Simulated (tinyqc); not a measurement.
Landau-Devonshire theory of a uniaxial ferroelectric. Inputs raised by 10 %, one at a time. Computed by tinyqc, a small Python program. Command: `OMP_NUM_THREADS=1 python tinyqc.py 3019663 3019664 out.jsonl ferro sens`. One thread of a shared host (Intel(R) Xeon(R) Processor @ 2.30GHz), about 0.02 s of CPU time with the checks.

G(P) = (alpha/2) P^2 + (beta*/4) P^4 + (gamma/6) P^6 - E P per volume, SI units, one domain, P along the polar axis, which is normal to the film.

Inputs (values chosen for the exercise, for a model ferroelectric):
```
quantity                          value         unit
alpha_0                         1.1e+06  J m/(C^2 K)
Curie-Weiss temperature T0          470            K
beta                           3.78e+09    J m^5/C^4
gamma                           4.2e+10    J m^9/C^6
temperature T                       315            K
misfit strain u_m               -0.0071            -
electrostriction Q12             -0.032      m^4/C^2
compliance s11 + s12              3e-12        m^2/N
film thickness d                    3.9           nm
screening length lambda          0.0068           nm
background permittivity eps_b         5            -
gradient coefficient g          4.1e-11    J m^3/C^2
```

Sample: epitaxial film.

Constants: eps_0 = 8.8541878128e-12 F/m.

Method:
- alpha = alpha_0 (T - T0*), with clamping: T0* = T0 + 4 Q12 u_m/(alpha_0 (s11 + s12)), beta* = beta + 4 Q12^2/(s11 + s12).
- Ps^2 = [-beta* + sqrt(beta*^2 - 4 alpha gamma)]/(2 gamma).
- chi = 1/(eps_0 G''), G'' = alpha + 3 beta* P^2 + 5 gamma P^4 at Ps. Ps, chi and the coercive field are for perfect screening, without a depolarising field. The intrinsic coercive field is |alpha P + beta* P^3 + gamma P^5| at the P_c where G'' = 0. 1 C/m^2 = 100 microcoulomb/cm^2.
- With the term (g/2) (dP/dx)^2, (g/2) P'^2 = G(P) - G(Ps) across the wall: energy = int_(-Ps)^(Ps) sqrt(2 g [G(P) - G(Ps)]) dP (40 Gauss-Legendre points); width = 2 Ps over the slope at P = 0, sqrt(2 |G(Ps)|/g). Elastic coupling inside the wall is left out.
- Between shorted electrodes with screening length lambda each, the depolarising field is -k P, k = 2 lambda/(eps_0 (d + 2 lambda eps_b)), so alpha turns into alpha + k.
- The polar state is the lowest uniform state while alpha + k < 0 (beta* > 0) or < 3 beta*^2/(16 gamma) (beta* < 0); setting the equality gives the critical thickness d_c.

Runs:
```
input moved                            from        to  susceptibility chi  wall energy (mJ/m^2)  wall width (nm)  critical thickness d_c (nm)
base run                                  -         -              89.443                8.6571          0.78961                       3.1764
Curie-Weiss temperature T0 (K)          470       517              79.600                9.8837          0.74779                       2.8570
gamma (J m^9/C^6)                   4.2e+10  4.62e+10              88.384                8.4766          0.78773                       3.1764
temperature T (K)                       315     346.5              97.427                7.8504          0.82175                       3.4326
misfit strain u_m                   -0.0071  -0.00781              83.415                9.3726          0.76431                       2.9813
electrostriction Q12 (m^4/C^2)       -0.032   -0.0352              84.553                9.0897          0.76639                       2.9813
compliance s11 + s12 (m^2/N)          3e-12   3.3e-12              95.099                8.1279          0.81386                       3.3768
gradient coefficient g (J m^3/C^2)  4.1e-11  4.51e-11              89.443                9.0796          0.82815                       3.1764
```

Exponents ln(y'/y) / ln(x'/x):
```
input                       susceptibility chi  wall energy  wall width  critical thickness d_c
Curie-Weiss temperature T0              -1.223        1.390      -0.571                  -1.112
gamma                                   -0.125       -0.221      -0.025                   0.000
temperature T                            0.897       -1.026       0.419                   0.814
misfit strain u_m                       -0.732        0.833      -0.342                  -0.665
electrostriction Q12                    -0.590        0.512      -0.313                  -0.665
compliance s11 + s12                     0.643       -0.662       0.317                   0.642
gradient coefficient g                   0.000        0.500       0.500                   0.000
```

Among the inputs moved here: susceptibility chi answers most in size to Curie-Weiss temperature T0 (exponent -1.223), next to temperature T (+0.897); its exponent is below 0.0005 for gradient coefficient g. Wall energy answers most in size to Curie-Weiss temperature T0 (exponent +1.390), next to temperature T (-1.026). Its exponent +0.500 in gradient coefficient g: wall energy scales as sqrt(g). Wall width answers most in size to Curie-Weiss temperature T0 (exponent -0.571), next to gradient coefficient g (+0.500). Its exponent +0.500 in gradient coefficient g: wall width scales as sqrt(g). Critical thickness d_c answers most in size to Curie-Weiss temperature T0 (exponent -1.112), next to temperature T (+0.814); its exponent is below 0.0005 for gamma, gradient coefficient g.

Caution (all rows): far below T0* the expansion with linear alpha(T) is only a fit. Caution (rows base run, Curie-Weiss temperature T0, gamma, misfit strain u_m, electrostriction Q12): a wall under 0.8 nm, some two lattice spacings, wide is outside the continuum picture.
